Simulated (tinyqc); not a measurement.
Precursor delivery and alloy composition in metal-organic vapour-phase epitaxy: one step, computed by the program tinyqc.

Carrier gas leaves each bubbler saturated. Group-III species cross a boundary layer and react at the surface; element 2 can also desorb. The film is (1)_(1-x) (2)_x V with a zinc-blende cell.

Task: Composition and growth rate. Loss of element 2 is r x with r = prefactor x exp(-energy/(k_B T)). Then x = (g2 - r x)/(g1 + g2 - r x), or r x^2 - (g1 + g2 + r) x + g2 = 0, smaller root; growth rate G = g1/(1 - x) layers/s; one layer is a/2 thick, 1 angstrom/s = 0.36 um/h. Temperatures in kelvin are T(C) + 273.15. Distribution coefficient = [x/(1 - x)]/[x_g/(1 - x_g)], x_g = g2/(g1 + g2).

Inputs (values chosen for the exercise, close to those used for InGaP from TEGa and TMIn):
```
quantity                              value      unit
source 1: bath temperature               23         C
source 2: bath temperature               29         C
prefactor of the loss of element 2  1.6e+15  layers/s
energy of the loss                     3.09        eV
lattice constant a                     5.65  angstrom
growth temperature T                    640         C
```

arrival rates (layers/s): g1 0.5958125, g2 8.274360

Constants: k_B = 8.617333262e-05 eV/K.

Give: loss rate r; solid share x; growth rate G; distribution coefficient.

Result:

loss rate r = 0.01413 layers/s

solid share x = 0.9327

growth rate G = 9.008 um/h

distribution coefficient = 0.9984

Desorption is negligible, so the solid copies the gas. Caution: so low a V/III ratio risks group-III droplets and carbon uptake. Caution: the lattice constant is held fixed as x changes, delta does not respond to the flow, both precursors share one D and k_s, and gas-phase side reactions are left out.
